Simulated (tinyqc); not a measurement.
Counting rate against photon rate.

True rate n = nph PDP (dark counts neglected); measured n/(1 + n td) for a non-paralysable detector, n exp(-n td) for a paralysable one.

Parameters, values chosen for the exercise:

| symbol | value | unit | meaning |
|---|---|---|---|
| td | 10 | ns | dead time |

PDP = 0.749

Counting rate against photon rate:
```
nph (1/s),n td,non-paralysable (1/s),paralysable (1/s)
1.3e6,0.009737,9.643e5,9.643e5
3.1e6,0.02322,2.269e6,2.269e6
7.1e6,0.05318,5.049e6,5.042e6
1.6e7,0.1198,1.070e7,1.063e7
3.8e7,0.2846,2.216e7,2.141e7
8.7e7,0.6516,3.945e7,3.396e7
2e8,1.498,5.997e7,3.349e7
4.6e8,3.445,7.750e7,1.099e7
1.1e9,8.239,8.918e7,2.176e5
```

The non-paralysable rate climbs towards 1/td = 1.00e8 1/s and reaches 0.892 of it. The paralysable rate goes from 9.64e5 through a maximum of 3.40e7 (at nph = 8.7e7 1/s among the rows listed) to 2.18e5 1/s; its true maximum, 1/(e td) = 3.68e7 1/s, lies at n td = 1, so a measured rate below that has two possible causes.

Program tinyqc, `OMP_NUM_THREADS=1 python tinyqc.py 2630058 2630059 out.jsonl`; Intel Xeon 2.30GHz, shared host, one thread, about 0.01 s.
